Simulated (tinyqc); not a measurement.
Chemical trend: level against potential: deep trap from a strong local potential in a two-band host (Koster-Slater model with semi-elliptic bands). Computed by tinyqc, a small Python program. Command: `OMP_NUM_THREADS=1 python tinyqc.py 3020365 3020366 out.jsonl deeptrap walk`. One thread of a shared host (Intel(R) Xeon(R) Processor @ 2.30GHz), about 0.03 s of CPU time with the checks.

The valence band spans -2 W_v to 0 and the conduction band E_g to E_g + 2 W_c. The orbital at the impurity site has weight f_v in the valence band and 1 - f_v in the conduction band, each spread as a semi-ellipse (2/(pi W^2)) sqrt(W^2 - x^2) about the band centre. The impurity adds U to this orbital. Spin is left out.

Inputs (values chosen for the exercise, for a model semiconductor):
```
quantity,value,unit
gap E_g,6.43,eV
half-width of the valence band W_v,2.5,eV
half-width of the conduction band W_c,4.1,eV
valence weight f_v of the site orbital,0.53,-
```

Impurity: repulsive, acceptor-like.

Method:
- In the gap G(E) = f_v (2/W_v^2)[x - sqrt(x^2 - W_v^2)] - (1 - f_v)(2/W_c^2)[y - sqrt(y^2 - W_c^2)], x = E + W_v, y = E_g + W_c - E.
- G falls across the gap from G(0) to G(E_g). A repulsive U binds if U > 1/G(0), an attractive one if U < 1/G(E_g); the vacancy level (U infinite) solves G(E) = 0 (bisection).
- The trap level solves G(E) = 1/U (bisection). With D = -dG/dE = D_v + D_c, D_v = f_v (2/W_v^2)[x/sqrt(x^2 - W_v^2) - 1] and D_c = (1 - f_v)(2/W_c^2)[y/sqrt(y^2 - W_c^2) - 1], the weight on the impurity orbital is 1/(U^2 D) and the conduction-band character is D_c/D.
- U is 1.05, 1.2, 1.5, 2, 3, 5, 10 and 30 times the threshold, rounded to three digits; the largest values are formal and only show the vacancy limit.

repulsive threshold = 2.64878 eV

vacancy level = 4.12744 eV

Trend:
```
U (eV),E_t (eV),weight on the impurity,conduction character,E_t - vacancy level (eV)
2.78,0.0023,0.03414,0.00126,-4.1251
3.18,0.0323,0.10984,0.00536,-4.0951
3.97,0.1537,0.18608,0.01453,-3.9737
5.30,0.4329,0.22247,0.03294,-3.6945
7.95,1.0069,0.20213,0.07711,-3.1206
13.20,1.8654,0.12799,0.16850,-2.2621
26.50,2.8842,0.04419,0.32058,-1.2433
79.50,3.7076,0.00532,0.47229,-0.4199
```

What does the comparison show, and why?

dE_t/dU equals the weight on the impurity, which peaks at 0.222 (U = 5.30 eV) and falls to 0.0053 in the last row, so beyond the peak each further eV of potential moves the level less. The level nears the vacancy level, 4.127 eV, as 1/U: it is 1.243 eV away at 10 times the threshold and 0.420 eV at 30 times, and the state is then host-like.

Extremes, crossings and ranges named in words are read from the listed rows.
